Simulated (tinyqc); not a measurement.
Mirror strength against the number of periods: longitudinal sound in a periodic multilayer: transfer matrices, stop bands and folded phonons. Computed by tinyqc, a small Python program. Command: `OMP_NUM_THREADS=1 python tinyqc.py 3000363 3000364 out.jsonl multilayer walk`. One thread of a shared host (Intel(R) Xeon(R) Processor @ 2.30GHz), about 0.01 s of CPU time with the checks.

Layers 1 and 2 repeat with period d = d_1 + d_2; waves travel normal to the layers, without loss. State vector (u, s): displacement u and stress divided by omega. Impedances Z = rho v are in 1e6 kg/(m^2 s).

Inputs (values chosen for the exercise, modelled on silica (layer 1), titanium nitride (layer 2) and gallium arsenide (substrate)):
```
quantity            value    unit
density rho_1        2.19  g/cm^3
velocity v_1         5860     m/s
thickness d_1        29.7      nm
density rho_2        5.51  g/cm^3
velocity v_2        10400     m/s
thickness d_2          88      nm
substrate density     5.4  g/cm^3
substrate velocity   4660     m/s
frequency f          53.5     GHz
```

Method:
- Z = rho v; interface reflection r = (Z_2 - Z_1)/(Z_2 + Z_1) (stress amplitude, from 1 into 2); Bragg frequency f_B = 1/[2 (d_1/v_1 + d_2/v_2)]; long-wave velocity v_eff = d/sqrt[(d_1/v_1)^2 + (d_2/v_2)^2 + (Z_1/Z_2 + Z_2/Z_1)(d_1/v_1)(d_2/v_2)].
- A layer maps (u, s) by [[cos p, sin p/Z], [-Z sin p, cos p]], p = 2 pi f d_i/v_i; one period is M = M_2 M_1, and cos(q d) = trace(M)/2.
- For N periods A = M^N. A wave comes from a thick layer of material 1 and leaves into the substrate (Z_s): transmitted power T = 4 Z_1 Z_s/|Z_1 A_22 + Z_s A_11 - i (Z_1 Z_s A_12 - A_21)|^2, reflected power R = 1 - T.

Bragg frequency f_B = 36.9555 GHz

Z_2 = 57.304

Z_1 = 12.8334

Z of the substrate = 25.164

trace(M)/2 = -0.553940

Transmitted power:
```
N     T at f_B  T at f_B (dB)   T at f
1      0.35978        -4.4397  0.77828
2     0.026756        -15.726  0.55016
3    0.0016554        -27.811  0.80720
4   1.0121e-04        -39.948  0.86710
6   3.7777e-07        -64.228  0.72175
8   1.4100e-09        -88.508  0.58003
12  1.9642e-14        -137.07  0.59859
16  2.7363e-19        -185.63  0.90786
24  5.3101e-29        -282.75  0.57483
```

What does the comparison show, and why?

At f_B each further period removes 12.14 dB at large N; 99 % reflection needs N = 3 among these rows. At f, in a pass band, T does not decay with N. Values below about 1e-6 belong to the ideal stack: roughness and scattering into other modes, left out here, set a floor in a real one.
